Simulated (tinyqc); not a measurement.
# Phonon transmission through an interface between two chains by Green functions, step by step

A worked calculation. Computed by tinyqc, a small Python program that keeps every step. Command: `OMP_NUM_THREADS=1 python tinyqc.py 3013062 3013063 out.jsonl agf walk`. One thread of a shared host (Intel(R) Xeon(R) Processor @ 2.30GHz), about 0.01 s of CPU time with the checks. Intermediate numbers are printed to about 6 digits and carried at full precision; extremes and crossings named in words are read from the listed rows.

Two semi-infinite chains (masses m_1, m_2; springs k_1, k_2), motion along the chain. The central region holds the end atom of each chain and two interlayer atoms of mass m_b, joined by springs k_b. lambda = omega^2 in eV/(angstrom^2 u); nu = 15.6333042 THz x sqrt(lambda).

Inputs (values chosen for the exercise, for two model chains):

| quantity | value | unit |
|---|---|---|
| mass m_1 | 69.6 | u |
| spring k_1 | 2.76 | eV/angstrom^2 |
| mass m_2 | 56.7 | u |
| spring k_2 | 1.57 | eV/angstrom^2 |
| junction spring k_b | 1.82 | eV/angstrom^2 |
| interlayer mass m_b | 149 | u |
| probe frequency / lower band top | 0.27 | - |
| temperature T | 300 | K |

Atoms in the interlayer: two.

Constants: nu for 1 eV/(angstrom^2 u) = 15.6333042 THz; h x 1 THz = 4.135667696 meV; k_B = 8.617333262e-05 eV/K; k_B = 1.380649e-23 J/K; h = 6.62607015e-34 J s.

## Band tops and impedances

nu_max = 15.6333042 THz x 2 sqrt(k/m); impedance Z = sqrt(k m); long-wave transmission 4 Z_1 Z_2/(Z_1 + Z_2)^2; the probe frequency is the given share of the lower band top.

band top of chain 1 = 6.22631 THz

band top of chain 2 = 5.20282 THz

Z_1 = 13.8599 sqrt(eV u)/angstrom

Z_2 = 9.43499 sqrt(eV u)/angstrom

long-wave transmission = 0.963919

probe frequency = 1.40476 THz

## Self-energies and the matrix at the probe frequency

In chain i, sin(q_i a/2) = nu/nu_max,i. An outgoing wave makes the next atom move as exp(i q_i a) times the end atom, so the lead adds the self-energy Sigma_i = -k_i exp(i q_i a) to the force-constant matrix; Gamma_i = -2 Im Sigma_i = 2 k_i sin(q_i a). A = lambda M - K - Sigma over the central atoms, with K_ii the sum of the springs at i, K_(i,i+1) = -k_b; G = inverse of A; transmission = Gamma_1 Gamma_2 |G_(first,last)|^2.

q_1 a = 0.455153 rad

q_2 a = 0.546786 rad

Gamma_1 = 2.42659 eV/angstrom^2

Gamma_2 = 1.63263 eV/angstrom^2

A (complex symmetric) (eV/angstrom^2):
```
                   end of 1   layer 1   layer 2           end of 2
end of 1  -1.53901+1.21330i   1.82000   0.00000            0.00000
layer 1             1.82000  -2.43693   1.82000            0.00000
layer 2             0.00000   1.82000  -2.43693            1.82000
end of 2            0.00000   0.00000   1.82000  -1.59109+0.81631i
```

## Transmission at the probe frequency

The formulas are those given above.

G_(first,last) = 0.363127+0.278084i angstrom^2/eV

transmission = 0.828758

It is below the long-wave value 0.964.

## Thermal conductance

Landauer conductance G = k_B int tau(nu) x^2 e^x/(e^x - 1)^2 d nu, x = h nu/(k_B T), from 0 to the lower band top (240 Gauss-Legendre points in s from 0 to 1, nu = nu_top sin(pi s/2)); tau is the transmission, and its thermal mean is G over the value for tau = 1 in the same window; the quantum is g_0 = pi^2 k_B^2 T/(3 h).

conductance G = 38.7740 pW/K

thermal mean of the transmission = 0.550153

G/g_0 = 0.136562

## Transmission spectrum against simple models

Long-wave value 4 Z_1 Z_2/(Z_1 + Z_2)^2. Continuum estimate, with omega = sqrt(lambda): a slab of impedance Z_b = sqrt(k_b m_b) and phase p = omega x (number of interlayer atoms) x sqrt(m_b/k_b), tau = 4 Z_1 Z_2/[(Z_1 + Z_2)^2 cos^2 p + (Z_b + Z_1 Z_2/Z_b)^2 sin^2 p].

Transmission:

| nu/nu_top | nu (THz) | Green function | long-wave value | continuum estimate |
|---|---|---|---|---|
| 0.05 | 0.26014 | 0.958560 | 0.963919 | 0.955688 |
| 0.15 | 0.78042 | 0.914084 | 0.963919 | 0.909022 |
| 0.25 | 1.30071 | 0.841002 | 0.963919 | 0.878301 |
| 0.35 | 1.82099 | 0.816455 | 0.963919 | 0.898950 |
| 0.45 | 2.34127 | 0.938103 | 0.963919 | 0.947692 |
| 0.55 | 2.86155 | 0.756981 | 0.963919 | 0.961201 |
| 0.65 | 3.38184 | 0.168805 | 0.963919 | 0.920001 |
| 0.75 | 3.90212 | 0.034215 | 0.963919 | 0.880934 |
| 0.85 | 4.42240 | 0.008417 | 0.963919 | 0.890394 |
| 0.92 | 4.78660 | 0.003156 | 0.963919 | 0.922628 |
| 0.98 | 5.09877 | 0.000959 | 0.963919 | 0.951035 |

The transmission starts at the impedance value 0.964 and vanishes at the lower band top, 5.20 THz, above which chain 2 has no states. It first falls below half of that value at nu/nu_top = 0.65. The continuum estimate is within 0.05 up to nu/nu_top = 0.25; it leaves out dispersion, and it puts the faces of the slab half a spring from its outer atoms.

## Conductance against temperature

The formulas are those given above.

Conductance:

| T (K) | G (pW/K) | mean transmission | G/g_0 | G for transmission 1 (pW/K) |
|---|---|---|---|---|
| 1 | 0.912028 | 0.963649 | 0.963649 | 0.946431 |
| 5 | 4.52885 | 0.957038 | 0.957038 | 4.73216 |
| 20 | 16.9767 | 0.897067 | 0.896879 | 18.9246 |
| 50 | 31.1532 | 0.712878 | 0.658329 | 43.7006 |
| 100 | 36.6609 | 0.597398 | 0.387359 | 61.3677 |
| 200 | 38.4253 | 0.558005 | 0.203001 | 68.8618 |
| 400 | 38.8979 | 0.547362 | 0.102749 | 71.0642 |
| 800 | 39.0181 | 0.544650 | 0.0515332 | 71.6389 |

At 1 K G/g_0 = 0.964; as T goes to 0 it tends to the long-wave transmission, where only the impedances count. Towards high T all modes count more and more alike; at 800 K G is 39.0 pW/K and the mean transmission is 0.545, which is well below the low-T value.

Checks made by the program: low-frequency limit against the impedance formula (relative difference 2e-08); unitarity: Gamma_1 |G_11|^2 + Gamma_2 |G_1N|^2 = -2 Im G_11 (relative difference below 1e-10); conductance against a 1500-point midpoint sum (relative difference below 1e-10).
